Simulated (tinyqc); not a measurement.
Worked calculation: plane-wave Kohn-Sham cycle with exchange-only LDA in a layered model solid. One step of it, computed by the program tinyqc.

Problem. Iteration 1: levels at that k. Diagonalise the Hermitian matrix.

H (hartree), order -3, -2, -1, +0, +1, +2, +3:
$$\begin{pmatrix}
1.356961 & -0.075000 & 0.000000 & 0.000000 & 0.000000 & 0.000000 & 0.000000 \\
-0.075000 & 0.478570 & -0.075000 & 0.000000 & 0.000000 & 0.000000 & 0.000000 \\
0.000000 & -0.075000 & -0.048465 & -0.075000 & 0.000000 & 0.000000 & 0.000000 \\
0.000000 & 0.000000 & -0.075000 & -0.224143 & -0.075000 & 0.000000 & 0.000000 \\
0.000000 & 0.000000 & 0.000000 & -0.075000 & -0.048465 & -0.075000 & 0.000000 \\
0.000000 & 0.000000 & 0.000000 & 0.000000 & -0.075000 & 0.478570 & -0.075000 \\
0.000000 & 0.000000 & 0.000000 & 0.000000 & 0.000000 & -0.075000 & 1.356961
\end{pmatrix}$$

Give: eigenvalues.

Solution.

eigenvalues (hartree): [-0.275, -0.059, -0.008, 0.483, 0.483, 1.363, 1.363]
